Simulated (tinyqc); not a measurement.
Round nanowire with a gate all round, subbands and threshold shift from confinement: two steps of the calculation.

Undoped body with a flat potential across it, hard walls, transport along x. One isotropic valley (g = 1, mx = my = mz = me). Non-parabolicity enters the subband edges through E (1 + al E) = gamma, so E = 2 gamma/(1 + sqrt(1 + 4 al gamma)); motion within a subband is taken as parabolic with the band-edge mass. Energies are counted from the bulk band edge.

Inputs (values chosen for the exercise); masses close to those of In0.53Ga0.47As:
```
symbol   value  unit                                                meaning
T          400     K                                            temperature
me      0.0418    m0                                  mass at the band edge
al         1.2  1/eV                                       non-parabolicity
t         14.5    nm                                               diameter
dl           0    nm  widening of the box by penetration into the insulator
```

Constants: q = 1.602176634e-19 C, kB = 1.380649e-23 J/K, hbar = 1.054571817e-34 J s, m0 = 9.1093837015e-31 kg, Vt = kB T/q, hbar^2/(2 m0) = 0.0380998212 eV nm^2. Results are converted to the units shown.

Problem 1. Lowest subbands. gamma = C (2 z/(t + dl))^2 (1/my + 1/mz)/2, z the zeros of the Bessel functions J_l (2.404826, 3.831706, 5.135622, 5.520078, ...), twofold for l > 0; the mean inverse mass is an approximation for anisotropic valleys, C = hbar^2/(2 m0). List the 7 lowest, labelled by quantum numbers, with degeneracy g and N_k: N_k = g sqrt(2 mx m0 kB T/(pi hbar^2)).

Find: E_k; g; N_k.

Solution 1.

| subband | E_k (eV) | g | N_k (cm^-1) |
|---|---|---|---|
| 0,1 | 0.090465 | 1 | 1.0972e6 |
| 1,1 | 0.20444 | 2 | 2.1943e6 |
| 2,1 | 0.32814 | 2 | 2.1943e6 |
| 0,2 | 0.36688 | 1 | 1.0972e6 |
| 3,1 | 0.45617 | 2 | 2.1943e6 |
| 1,2 | 0.52400 | 2 | 2.1943e6 |
| 4,1 | 0.58619 | 2 | 2.1943e6 |

Problem 2. Threshold shift. Each subband has N_k = g sqrt(2 mx m0 kB T/(pi hbar^2)); without degeneracy n = exp(EF/Vt) sum N_k exp(-E_k/Vt). Classical value Nc times pi t^2/4, Nc = sum over valleys of 2 g (m m0 kB T/(2 pi hbar^2))^1.5 with m = (mx my mz)^(1/3). Threshold shift dVT = Vt ln(classical value/sum N_k exp(-E_k/Vt)). Use the subbands listed.

| subband | E_k (eV) | N_k (cm^-1) |
|---|---|---|
| 0,1 | 0.090464771 | 1.0971555e6 |
| 1,1 | 0.20444211 | 2.1943110e6 |
| 2,1 | 0.32814420 | 2.1943110e6 |
| 0,2 | 0.36687829 | 1.0971555e6 |
| 3,1 | 0.45617280 | 2.1943110e6 |
| 1,2 | 0.52399964 | 2.1943110e6 |
| 4,1 | 0.58619219 | 2.1943110e6 |

Wanted: shares; sum N_k exp(-E_k/Vt); Nc; classical value; dVT.

Solution 2.

| subband | shares (%) |
|---|---|
| 0,1 | 92.964 |
| 1,1 | 6.812 |
| 2,1 | 0.188 |
| 0,2 | 0.031 |
| 3,1 | 0.005 |
| 1,2 | 0.001 |
| 4,1 | 0.000 |

sum N_k exp(-E_k/Vt) = 85536 cm^-1
Nc = 3.3018e17 cm^-3
classical value = 5.4522e5 cm^-1
dVT = 63.846 mV

Range of the model: Non-parabolicity also makes carriers heavier within each subband, which is left out, so densities of states are understated at high energy.

tinyqc, about 0.1 s, one thread, Intel Xeon 2.30GHz (shared host): `OMP_NUM_THREADS=1 python tinyqc.py 2350171 2350172 out.jsonl`
